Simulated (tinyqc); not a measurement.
## Voltage acceleration of oxide breakdown, four models on the same data: lifetime against voltage in four models

Field E = V/tox in MV/cm. Models: ln(t63/1 s) = a - c X with X = E (E model), -1/E (1/E model), ln V (power law, c the exponent n) or sqrt(E).

a and c were fitted to stress data from 7.14 to 9.67 V. Project to Vu, multiply by exp[(Ea q/kB)(1/Tu - 1/Ts)] and by ks; ten years are 3.15576e8 s.

Inputs (values chosen for the exercise): oxide thickness tox = 7.4 nm; stress temperature Ts = 373 K; use temperature Tu = 378 K; activation energy Ea = 0.98 eV; factor for area and percentile ks = 8.5e-5.

Constants: q = 1.602176634e-19 C, kB = 1.380649e-23 J/K. Results are converted to the units shown.

```
model         c         a
E       3.95575   50.2434
1/E     501.685  -39.5442
power   44.8004   100.338
sqrt E  26.6619   94.9949
```

Results:
```
Vu (V)  log10 years, E  log10 years, 1/E  log10 years, power  log10 years, sqrt E
3.28             2.461             20.24               8.720                5.133
3.98            0.8358             11.59               4.957                2.657
5.37            -2.391             1.106             -0.8715               -1.681
6.07            -4.016            -2.357              -3.256               -3.652
6.77            -5.641            -5.103              -5.379               -5.512
7.46            -7.243            -7.306              -7.267               -7.254
8.16            -8.868            -9.160              -9.012               -8.940
```

Estimate the missing row, Vu = 4.67 V.

Computed row:
```
Vu (V)  log10 years, E  log10 years, 1/E  log10 years, power  log10 years, sqrt E
4.67           -0.7661             5.606               1.846               0.4227
```

With this row back in the table: The four agree within 0.29 decades in the last row, inside the stress range, and part by 17.8 decades in the first. The local exponent -d ln t/d ln V is c E for the E model, which shrinks as V falls, constant for the power law, and c/E for the 1/E model, which grows as V falls.

Range of the model: All four laws are empirical fits; none is established far below the stress range.

tinyqc, about 0.01 s, one thread, Intel Xeon 2.30GHz (shared host): `OMP_NUM_THREADS=1 python tinyqc.py 2070053 2070054 out.jsonl`
